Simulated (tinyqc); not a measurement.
# MOSFET in saturation, small-signal circuit and noise, step by step

Numbers from tinyqc (`OMP_NUM_THREADS=1 python tinyqc.py 2150045 2150046 out.jsonl`; about 0.01 s on one thread of a shared Intel Xeon 2.30GHz). Printed values are rounded.

Bias by the inversion coefficient IC = I/Ispec (charge-based model with velocity saturation; weak inversion below 0.1, strong above 10). Common-source circuit: gm, gds, Cgs, Cgd and Cj at the inner nodes, Rg in series with the gate; quasi-static, no source or drain resistance, no gate-body capacitance, no substrate network, no induced gate noise, so fmax is an upper estimate.

Inputs (values chosen for the exercise):

| symbol | value | unit | meaning |
|---|---|---|---|
| T | 300 | K | temperature |
| L | 90 | nm | gate length |
| W | 10 | um | total gate width |
| Cox | 0.9 | uF/cm^2 | gate capacitance |
| mu | 230 | cm^2/(V s) | mobility |
| n | 1.4 |  | slope factor |
| Ls | 20 | nm | velocity-saturation length |
| sg | 0.057 |  | ratio gds/gm |
| Cov | 0.42 | fF/um | overlap and fringe capacitance per side |
| Cj | 0.33 | fF/um | drain junction capacitance |
| Rsh | 10 | ohm | sheet resistance of the gate |
| Wf | 0.5 | um | finger width |
| Rc | 100 | ohm um | gate contact and vertical resistance |
| IC | 0.6 |  | inversion coefficient |
| gw | 0.1 |  | short-channel excess of the noise factor |
| Nt | 9.3e17 | cm^-3 eV^-1 | oxide trap density |
| lt | 0.1 | nm | tunnelling length into the oxide |
| ac | 10000 | V s/C | Coulomb scattering coefficient |
| f | 1 | GHz | signal frequency |

Constants: q = 1.602176634e-19 C, kB = 1.380649e-23 J/K, Vt = kB T/q. Results are converted to the units shown.

Range of the model: fmax exceeds 4 fT, where channel resistance and substrate losses, left out here, would cap it.

## Current, transconductance and gain

Ispec = 2 n mu Cox (W/L) Vt^2, lc = Ls/L, gms = [sqrt((lc IC + 1)^2 + 4 IC) - 1]/[2 + lc (lc IC + 1)], gm = gms Ispec/(n Vt), gds = sg gm.

Ispec = 43.0402 uA
I = 25.8241 uA
gms = 0.408326
gm = 0.485579 mS
gds = 0.0276780 mS
gm/I = 18.8033 1/V

gm/I is 68.1 % of its weak-inversion limit 1/(n Vt); without velocity saturation (lc = 0) gms would be 0.422.

## Capacitances, gate resistance and cut-off frequencies

qs = [sqrt(1 + 4 IC) - 1]/2, Cgs = Cox W L qs (2 qs + 3)/(3 (qs + 1)^2) + Cov W, Cgd = Cov W, Cd = Cj W, Rg = Rsh (Wf/L)/(12 Nf) + Rc/W with Nf = W/Wf fingers (not rounded) contacted at both ends. fT = gm/(2 pi (Cgs + Cgd)), fmax = fT/(2 sqrt(Rg (gds + 2 pi fT Cgd))).

Cgs = 6.36586 fF
Cgd = 4.2 fF
Cd = 3.3 fF
Rg = 10.2315 ohm
fT = 7.31433 GHz
fmax = 76.9619 GHz

Overlap and fringe make up 79.5 % of the gate capacitance; fmax is 10.5 times fT.

## Admittance matrix

Inner admittances at w = 2 pi f: y11 = i w (Cgs + Cgd), y12 = -i w Cgd, y21 = gm - i w Cgd, y22 = gds + i w (Cgd + Cd). Invert to Z, add Rg to Z11 and invert back to Y.

inner y (mS):
```
	1	2
1	0.000000+0.066387i	0.000000-0.026389i
2	0.485579-0.026389i	0.027678+0.047124i
```

Y with Rg (mS):
```
	1	2
1	0.000045+0.066387i	-0.000018-0.026389i
2	0.485560-0.026719i	0.027685+0.047255i
```

## Current gain and unilateral power gain

|h21| = |Y21/Y11|; U = |Y21 - Y12|^2/(4 [Re Y11 Re Y22 - Re Y12 Re Y21]). Extrapolated at 20 dB a decade: f |h21| and f sqrt(U).

|h21| = 7.32512
U = 5923.13
f |h21| = 7.32512 GHz
f sqrt(U) = 76.9619 GHz

f |h21| is 0.15 % above the formula for fT, and f sqrt(U) within 0.01 % of that for fmax.

## Noise at the gate

Channel noise Sid = 4 kB T gam n gm with gam = (1/2 + (2/3) qs)/(1 + qs) + gw lc IC, qs = [sqrt(1 + 4 IC) - 1]/2, lc = Ls/L (the last term an empirical rise with velocity saturation); at the gate, white noise Sw = Sid/gm^2 + 4 kB T Rg. Number fluctuation with correlated mobility: S(f) = K/f, K = q^2 Vt lt Nt/(W L Cox^2) (1 + ac mu Cox I/gm)^2, Vt in eV with Nt per eV. Corner fc = K/Sw. Full shot noise would be 2 q I.

gam = 0.562790
Sid = 6.33868e-24 A^2/Hz
Sid/(2 q I) = 0.766007
sqrt(Sw) = 5.20122 nV/Hz^0.5
K = 1.04324e-9 V^2
fc = 38.5634 MHz

The gate resistance gives 0.63 % of the white noise power.
